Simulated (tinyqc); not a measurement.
Lowest level against width: zigzag graphene nanoribbon in tight binding.

A zigzag ribbon of N chains, sites A1, B1, A2, ..., BN across it. For each k it is a chain with bonds -2t cos(k/2) (A_n to B_n) and -t (B_n to A_(n+1)), and +D, -D on A and B. A1 and BN are the edge sites; the Dirac points project to k = 2 pi/3.

Inputs chosen for the exercise (out of a larger set: near those used for graphene; not measured data): t = 2.81 eV (hopping); k = 2.41 (k times the period sqrt3 acc).

D = 0; lowest positive level at the given k, and the estimate t x^N (1 - x^2), x = 2 cos(k/2) (a dash if x >= 1).

Level (eV):

| N | matrix | estimate |
|---|---|---|
| 2 | 1.048 | 0.7021 |
| 3 | 0.6342 | 0.5023 |
| 4 | 0.4125 | 0.3593 |
| 5 | 0.2790 | 0.2571 |
| 6 | 0.1930 | 0.1839 |
| 8 | 0.09568 | 0.09411 |
| 10 | 0.04843 | 0.04816 |
| 14 | 0.01262 | 0.01262 |

With x = 0.7154 < 1 the level falls exponentially: from N = 10 to 14 by a factor 0.261, against x^4 = 0.262.

(tinyqc, `OMP_NUM_THREADS=1 python tinyqc.py 1482151 1482152 out.jsonl`, Intel(R) Xeon(R) Processor @ 2.30GHz, 1 thread, shared host, about 0.01 s.)
